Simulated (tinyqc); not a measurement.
From results back to parameters: polar nitride quantum well with polarisation fields. Two cases, with inputs chosen for the exercise.

Problem. The field in the well was computed from a hidden polarisation difference.

In a periodic stack without free charge the potential drop over a period vanishes: F_w = (P_b - P_w) Lb/(eps0 (eps_w Lb + eps_b Lw)), F_b = -F_w Lw/Lb, eps0 = 8.8541878e-12 F/m; 1 MV/cm = 1e8 V/m = 0.01 V/angstrom.

Find: P_b - P_w; sheet charge |P_b - P_w|/e, e = 1.602176634e-19 C; F_w for very thick barriers.

Method. P_b - P_w = eps0 F_w (eps_w Lb + eps_b Lw)/Lb; for Lb much larger than Lw the field tends to (P_b - P_w)/(eps0 eps_w).

Case 1.

Values chosen (near those of a GaN well in AlGaN; shifted at random, so the results belong to these values and not to a real crystal): Lw = 12 angstrom (well width); Lb = 125 angstrom (barrier width); eps_w = 10.5 (dielectric constant); eps_b = 10.3 (dielectric constant).

F_w = -4.4197 MV/cm

Solution.

P_b - P_w = -0.0450 C/m^2
sheet charge |P_b - P_w|/e, e = 1.602176634e-19 C = 2.81 x 1e13/cm^2
F_w for very thick barriers = -4.836 MV/cm

Case 2.

Values chosen (near those of an InGaN well in GaN; shifted at random, so the results belong to these values and not to a real crystal): Lw = 34 angstrom (well width); Lb = 60 angstrom (barrier width); eps_w = 10.9 (dielectric constant); eps_b = 10.3 (dielectric constant).

F_w = -1.8377 MV/cm

Solution.

P_b - P_w = -0.0272 C/m^2
sheet charge |P_b - P_w|/e, e = 1.602176634e-19 C = 1.70 x 1e13/cm^2
F_w for very thick barriers = -2.822 MV/cm

Computed by tinyqc, one run a case: `OMP_NUM_THREADS=1 python tinyqc.py N N+1 out.jsonl` with N = 1250958, 1250976; one thread of a shared Intel(R) Xeon(R) Processor @ 2.30GHz, about 0.06 s a run at most.
